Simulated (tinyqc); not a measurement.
Global model of a low-pressure process discharge: electron temperature, density, ion flux and ion energy: one step, computed by the program tinyqc. Command: `OMP_NUM_THREADS=1 python tinyqc.py 3113959 3113960 out.jsonl plasma walk`. One thread of a shared host (Intel(R) Xeon(R) Processor @ 2.30GHz), about 0.01 s of CPU time with the checks.

Maxwellian electrons with temperature T_e in eV, one positive ion, no negative ions, uniform bulk density n; rate constants have the Arrhenius form.

Question. Energy per pair and density. E_c = E_iz + (X0 exp(-E_ex/T_e) E_ex + K_el (3 m_0/M) T_e)/K_iz; wall potential V_s = (T_e/2) ln(M/(2 pi m_0)); E_T = E_c + 2 T_e + T_e/2 + V_s; n = P/(e u_B A_eff E_T); ion current density J = e h_L n u_B; ionised share n/n_g.

Inputs (values chosen for the exercise, of the order of those of an inductive discharge in a simple atomic gas):
```
quantity,value,unit
ion mass M,40,u
ionisation energy E_iz,16.8,eV
excitation prefactor X0,2.9e-14,m^3/s
excitation energy E_ex,8.6,eV
elastic rate constant K_el,1.5e-13,m^3/s
gas temperature T_g,500,K
absorbed power P,2500,W
```

T_e = 3.332629 eV

K_iz = 2.069394e-16 m^3/s

Bohm velocity u_B = 2835.268 m/s

A_eff = 413.6870 cm^2

h_L = 0.2503996

gas density n_g = 9.995299e+19 1/m^3

Constants: m_0 = 9.1093837015e-31 kg; u = 1.6605390666e-27 kg; e = 1.602176634e-19 C.

Give: collisional loss per pair E_c; wall potential V_s; E_T; plasma density n; ion current density J; ionised share.

Answer.

collisional loss per pair E_c = 108.17 eV

wall potential V_s = 15.595 V

E_T = 132.10 eV

plasma density n = 1.0071e+12 1/cm^3

ion current density J = 11.455 mA/cm^2

ionised share = 0.010076

Collisions take 82 % of the power and the walls the rest. T_e came from the particle balance alone; the power sets only n.
